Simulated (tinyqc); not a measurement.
Frequency dispersion of an accumulation capacitance by border traps, distributed model: one step of the calculation.

Traps spread evenly through the insulator exchange electrons with the semiconductor by tunnelling, with tau(x) = t0 exp(2 ka x) at depth x from the interface. The admittance per area Y seen at depth x obeys dY/dx = -Y^2/(i w eps0 eox) + q Nb ln(1 + i w tau)/tau, with Y(0) = i w Cs and w = 2 pi f; the gate sees Y(tox) = G + i w C. Working variable y = Y/(i w), in uF/cm^2. Cox = eps0 eox/tox.

Question. Scales and lumped estimate. Cox; trap-free value 1/(1/Cox + 1/Cs); response depth d = ln(1/(w t0))/(2 ka), where w tau = 1; lumped estimate: all traps within d act as C_bt = q Nb d placed at d/2, so C = 1/{1/[1/(1/Cs + d/(2 eps0 eox)) + C_bt] + (tox - d/2)/(eps0 eox)}.

Parameters, values chosen for the exercise; permittivity close to that of zirconium oxide:
```
symbol  value         unit                                               meaning
eox        23                             relative permittivity of the insulator
tox       5.9           nm                                   insulator thickness
Cs        1.5      uF/cm^2             semiconductor capacitance in accumulation
Nb       3e19  cm^-3 eV^-1                               density of border traps
ka        4.5         1/nm  decay constant of the wave function in the insulator
t0      1e-11            s              time constant of a trap at the interface
f         100           Hz                                             frequency
```

Constants: q = 1.602176634e-19 C, eps0 = 8.8541878128e-14 F/cm where lengths are in cm. Results are converted to the units shown.

Find: Cox; trap-free C; d; C_bt; lumped C.

Answer.

Cox = 3.4516 uF/cm^2
trap-free C = 1.0456 uF/cm^2
d = 2.0984 nm
C_bt = 1.0086 uF/cm^2
lumped C = 1.5274 uF/cm^2

The traps within reach amount to 0.672 Cs and lie in the first 35.6 % of the insulator.

Program tinyqc, `OMP_NUM_THREADS=1 python tinyqc.py 2202171 2202172 out.jsonl`; Intel Xeon 2.30GHz, shared host, one thread, about 0.5 s.
